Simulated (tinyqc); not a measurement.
Width of the well: exciton in a hard-walled quantum well (variational).

Electron and hole in the lowest states cos(pi z/L) of a hard-walled well; relative motion in the plane exp(-rho/lam). E(lam) = c/(mu lam^2) - (q/eps) <1/r>, <1/r> = integral over k from 0 to infinity of F(kL) (1 + (k lam/2)^2)^(-3/2), F(x) = [3x + 8 pi^2/x - 32 pi^4 (1 - exp(-x))/(x^2 (x^2 + 4 pi^2))]/(x^2 + 4 pi^2); c = hbar^2/2m0, q = e^2/(4 pi eps0). E is counted from the subband edge.

Constants: hbar^2/2m0 = 3.80998211 eV angstrom^2; e^2/(4 pi eps0) = 14.39964547 eV angstrom.

Parameters, chosen for this exercise (out of a larger set: near those of Ge at its direct gap; not measured data): eps = 16 (dielectric constant); Ls = (25, 81, 126, 311, 482, 948, 1650) angstrom (widths).

mu = 0.029141 m0
Ry* = 1.5488 meV
a* = 290.546 angstrom

The minimum for each width. The strength per area goes as |phi(0)|^2 = 2/(pi lam^2), listed relative to the strict two-dimensional value.

Results:

| L (angstrom) | L/a* | lam (angstrom) | binding (meV) | in Ry* | strength |
|---|---|---|---|---|---|
| 25 | 0.09 | 162.0 | 5.52 | 3.564 | 0.804 |
| 81 | 0.28 | 189.1 | 4.63 | 2.989 | 0.590 |
| 126 | 0.43 | 206.3 | 4.17 | 2.692 | 0.496 |
| 311 | 1.07 | 260.1 | 3.12 | 2.013 | 0.312 |
| 482 | 1.66 | 298.2 | 2.61 | 1.683 | 0.237 |
| 948 | 3.26 | 378.4 | 1.89 | 1.219 | 0.147 |
| 1650 | 5.68 | 469.6 | 1.39 | 0.901 | 0.096 |

What can be read from this table?

The binding falls from 3.56 to 0.90 Ry*. It drops below the bulk value Ry* between 948 and 1650 angstrom, which is a failure of the trial function: it has no correlation along z, so it cannot reach the bulk limit. Even at L = 0.09 a* only 89 % of the two-dimensional limit is reached. With finite barriers the binding would peak at some width and fall again as the carriers leak out.

Run: tinyqc, `OMP_NUM_THREADS=1 python tinyqc.py 1250228 1250229 out.jsonl`; Intel(R) Xeon(R) Processor @ 2.30GHz, one thread, shared host; about 0.01 s of CPU time with all checks.
